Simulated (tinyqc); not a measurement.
Inside a calculation. Method: plane-wave Kohn-Sham cycle with exchange-only LDA in a layered model solid. One step of it, computed by the program tinyqc.

Problem. Iteration 2: Hamiltonian at one k. H(m,m') = (k + G_m)^2/2 delta + V(G_m - G_m'), with V(-G) = V(G).

A solid whose potential varies along x alone (atomic units):
```
parameter                      value
period a                   15.400000
cross-section of the cell  34.000000
electrons per cell                 2
grid points                       16
plane waves -n..n, n               3
k points                           1
V1 in V1 cos(2 pi x/a)     -0.370000
```

V(G_m), m = 0, 1, 2, ... (hartree): [-0.153876, -0.179136, 0.000651, -0.000268, -0.000129, -0.000016, 0.000005]

k = 0.000000 2 pi / a

Give: H.

Solution.

H (hartree), order -3, -2, -1, +0, +1, +2, +3:
$$\begin{pmatrix}
0.595 & -0.179 & 0.001 & 0.000 & 0.000 & 0.000 & 0.000 \\
-0.179 & 0.179 & -0.179 & 0.001 & 0.000 & 0.000 & 0.000 \\
0.001 & -0.179 & -0.071 & -0.179 & 0.001 & 0.000 & 0.000 \\
0.000 & 0.001 & -0.179 & -0.154 & -0.179 & 0.001 & 0.000 \\
0.000 & 0.000 & 0.001 & -0.179 & -0.071 & -0.179 & 0.001 \\
0.000 & 0.000 & 0.000 & 0.001 & -0.179 & 0.179 & -0.179 \\
0.000 & 0.000 & 0.000 & 0.000 & 0.001 & -0.179 & 0.595
\end{pmatrix}$$
